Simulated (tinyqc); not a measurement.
Time-domain thermoreflectance: layered heat flow under a modulated pulse train, and what the signal ratio measures: one step, computed by the program tinyqc.

Pulses repeat at 80 MHz; heat is laid down at the surface, all layers are isotropic.

Question. Length and time scales. Penetration depth sqrt(kappa/(pi f C)); effusivity sqrt(kappa C); cooling time of the metal d C_m/G; Kapitza length kappa/G.

Inputs (values chosen for the exercise, modelled on aluminium on 4H-SiC):

| quantity | value | unit |
|---|---|---|
| metal thickness d | 87 | nm |
| metal heat capacity | 2.42 | MJ/(m^3 K) |
| boundary conductance G under the metal | 42 | MW/(m^2 K) |
| substrate conductivity kappa | 339 | W/(m K) |
| substrate heat capacity C | 2.22 | MJ/(m^3 K) |
| modulation frequency f | 5 | MHz |
| spot radius w (1/e^2, pump and probe) | 11 | micrometre |

Stack: metal, substrate.

Give: penetration depth; effusivity; cooling time of the metal; Kapitza length; depth over spot radius.

Answer.

penetration depth = 3.118 micrometre

effusivity = 27433 W s^(1/2)/(m^2 K)

cooling time of the metal = 5013 ps

Kapitza length = 8071 nm

depth over spot radius = 0.2834
